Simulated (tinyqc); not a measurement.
Inside a calculation: Wannier functions of a composite (isolated) pair of valence bands (bonds of an sp chain). Values are carried at full precision from step to step, so a last printed digit may differ when a step is redone from the rounded ones.

Each atom has a hybrid pointing left (<) and right (>). H(k): diagonal +V3 on A, -V3 on B; <A<|A>> = -V1a, <B<|B>> = -V1b, <A>|B<> = -V2, <B>|A<> = -V2p exp(ik); k in 1/a, Bloch sums with exp(ikR). The two lowest bands are filled. Trial functions in cell 0: g1 = cos(c) A> + sin(c) B<, and g2 = sin(c) B> + cos(c) A< of cell 1, whose Bloch vector has cos(c) exp(-ik) on A<. Projection A_mn = <psi_m|g_n>, S = A^+ A, Loewdin U = A S^(-1/2), Bloch-like states w_n = sum_m psi_m U_mn, H_W(k) = U^+ diag(E) U. P = sum_m |psi_m><psi_m| is free of phase choices, and S = g^+ P g, w = P g S^(-1/2).

Inputs chosen for the exercise: V2 = 2.84 eV (coupling in the bond A-B inside the cell); V2p = 4.63 eV (coupling in the bond to the next cell); V1a = 1.02 eV (coupling of the two hybrids on A); V1b = 1.77 eV (the same on B); V3 = 1.05 eV (A at +V3, B at -V3); j = 4 (mesh point, k = 2 pi j/N); N = 6 (k points); c = 45 degrees (trial bonds cos(c) on A, sin(c) on B); xb = 0.45 a (position of B (A at 0)).

## H at one mesh point

Fill in the matrix.

H(k) (eV), lower triangle (Hermitian):
```
,A<,A>,B<,B>
A<,1.0500
A>,-1.0200,1.0500
B<,0,-2.8400,-1.0500
B>,2.3150+4.0097i,0,-1.7700,-1.0500
```

## Levels and the projector on the filled bands

Diagonalise; P = sum over the two lowest states of |psi><psi|.

levels (eV): -5.3598  -2.7737  3.0029  5.1306

P, lower triangle (Hermitian):
```
,A<,A>,B<,B>
A<,0.4060
A>,0.1181+0.0819i,0.3472
B<,0.0297+0.0293i,0.4515+0.0294i,0.6510
B>,-0.2493-0.3958i,-0.0311-0.0180i,0.1361+0.0472i,0.5958
```

The filled states put 1.506 electrons on A and 2.494 on B at this k.

## Loewdin orthogonalisation

The trial vectors are the columns g1 = (0, cos c, sin c, 0), g2 = (cos c exp(-ik), 0, 0, sin c), k = 2 pi j/N. Form S = g^+ P g, its eigenvalues, S^(-1/2), and w = P g S^(-1/2).

S:
```
,1,2
1,0.9506,-0.0326+0.0216i
2,-0.0326-0.0216i,0.9683
```

eigenvalues of S: 0.9194  0.9995

S^(-1/2):
```
,1,2
1,1.0263,0.0174-0.0115i
2,0.0174+0.0115i,1.0169
```

w:
```
,1,2
A<,0.0956-0.0752i,-0.3243+0.5348i
A>,0.5770-0.0217i,-0.1062+0.0502i
B<,0.8016+0.0217i,0.0827-0.0346i
B>,0.0894+0.0296i,0.7660-0.0135i
```

The combinations of the trial bonds that diagonalise S lie 91.9 to 100.0 % inside the filled space; an eigenvalue near zero would mark a poor choice.

## The Hamiltonian in the new basis

H_W = w^+ H w; its eigenvalues must be the two filled levels.

H_W(k) (eV):
```
,1,2
1,-3.209,-0.923-0.290i
2,-0.923+0.290i,-4.925
```

eigenvalues (eV): -5.360  -2.774

## Hoppings between the Wannier functions

H_mn(R) = (1/N) sum_k exp(-ikR) H_W,mn(k), the coupling of function m in cell 0 to function n in cell R.

H(R) (eV):
```
R,11,12,21,22
-2,0.0017,-0.0033,-0.0012,0.0020
-1,0.0493,-0.3583,-0.0210,0.0544
0,-3.1582,-1.1148,-1.1148,-4.8683
1,0.0493,-0.0210,-0.3583,0.0544
2,0.0017,-0.0012,-0.0033,0.0020
3,0.0002,-0.0002,-0.0002,0.0003
```

The bond levels are -3.158 and -4.868 eV, against -sqrt(V2^2 + V3^2) = -3.028 and -4.748 for isolated bonds. Neighbouring bonds couple by -1.115 eV through B; the bond-orbital estimate is -V1b (1 + ap)/2 = -1.125 with the mean V2 in ap = V3/sqrt(V2^2 + V3^2).

## The functions in real space

w_n(R) = (1/N) sum_k exp(ikR) w_n(k); point-like hybrids at R (A) and R + xb (B) give centres and spreads.

Function 1:
```
R,A<,A>,B<,B>
-2,0.0000,0.0007,-0.0003,-0.0018
-1,0.0013,0.0101,-0.0072,-0.0345
0,0.0488,0.5736,0.8082,0.0722
1,-0.0907,-0.0166,0.0195,0.0015
2,-0.0051,-0.0010,0.0014,0.0001
3,-0.0004,0.0000,0.0001,-0.0001
```

centres (a): 1 0.3046, 2 0.6661

spreads (a^2): 1 0.0505, 2 0.0763

Function 1 has 98.2 % of its weight on the two hybrids of its bond. Its centre lies +0.0796 a from the middle of the bond, towards B, the atom with the lower level.

## Checks

- Eigenvalues of H_W against the filled levels: they agree to 1e-10 or better.
- W^+ w against the unit matrix: they agree to 1e-10 or better.

tinyqc: `OMP_NUM_THREADS=1 python tinyqc.py 1452593 1452594 out.jsonl`; about 0.2 s, one thread, shared Intel(R) Xeon(R) Processor @ 2.30GHz.
